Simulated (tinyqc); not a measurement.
Worked calculation: Shockley state of an s-p chain by decimation. Values are carried at full precision from step to step, so a last printed digit may differ when a step is redone from the rounded ones.

Each site has s at -d/2 and p at +d/2: H0 = diag(-d/2, d/2). The block to the next site on the right is H1 = [[-ts, u], [-u, tp]] (rows s, p of site n; columns s, p of site n + 1). Bulk: H(k) = [[-d/2 - 2 ts cos k, 2i u sin k], [-2i u sin k, d/2 + 2 tp cos k]]. The bands are inverted at k = pi if d < 2 (ts + tp).

Values chosen for the exercise: d = 2.43 eV (Ep - Es); ts = 1.08 eV (s-s hopping); tp = 0.86 eV (p-p hopping); u = 1.05 eV (s-p hopping); E = -0.32 eV (energy); eta = 0.01 eV (broadening).

## Bulk bands

Levels and s weight of the lower band at k = j pi/6.

Bands:
```
k/pi   lower (eV)  upper (eV)  s weight, lower
0.000     -3.3750      2.9350            1.000
0.167     -3.2701      2.8891            0.970
0.333     -2.9528      2.7328            0.884
0.500     -2.4262      2.4262            0.750
0.667     -1.7251      1.9451            0.567
0.833     -0.9579      1.3389            0.298
1.000     -0.5050      0.9450            0.000
```

The lower band is s-like at k = 0 and p-like at pi: the bands are inverted, and the gap is a hybridisation gap that can hold a Shockley state.

## First round of decimation

Decimation (Sancho-Rubio) at z = E + i eta: start with es = e = H0, A = H1, B = H1^T. Each round forms g = (z - e)^-1 and sets es += A g B, e += A g B + B g A, A = A g A, B = B g B, doubling the length covered. Stop when all |A| < 1e-10. Surface G = (z - es)^-1, bulk G = (z - e)^-1; densities -Im tr G/pi.

Carry out one round.

g (1/eV):
```
                s                p
s  1.1172-0.0125i           0.0000
p          0.0000  -0.6514-0.0042i
```

es (eV):
```
                 s               p
s  -0.6301-0.0192i  0.6786-0.0180i
p   0.6786-0.0180i  1.9649-0.0169i
```

e (eV):
```
                 s               p
s  -0.0453-0.0385i          0.0000
p           0.0000  2.7148-0.0338i
```

A (eV):
```
                s                p
s  2.0213-0.0099i  -1.8551+0.0103i
p  1.8551-0.0103i  -1.7135+0.0106i
```

## Course of the decimation

All rounds.

Rounds:
```
round  sites covered  largest |A| (eV)  surface density (1/eV)
1                  2              2.02                 0.03090
2                  4              13.5                 0.02795
3                  8             0.682                 0.01145
4                 16            0.0697                 0.01151
5                 32          0.000889                 0.01153
6                 64          1.45e-07                 0.01153
7                128          3.87e-15                 0.01153
```

surface G (1/eV):
```
                 s                p
s  -0.1226-0.0186i   0.6266+0.0148i
p   0.6266+0.0148i  -0.9667-0.0177i
```

densities (1/eV): surface 0.01153, bulk 0.00836

Converged in 7 rounds. E lies inside the bulk gap (-0.505 to 0.945 eV); once |A| is small it falls roughly as its square in each round, up to a factor.

## Checks

- Surface G against the Dyson relation G = (z - H0 - H1 G H1^T)^-1: they agree to 1e-10 or better.

tinyqc: `OMP_NUM_THREADS=1 python tinyqc.py 1482043 1482044 out.jsonl`; about 0.1 s, one thread, shared Intel(R) Xeon(R) Processor @ 2.30GHz.
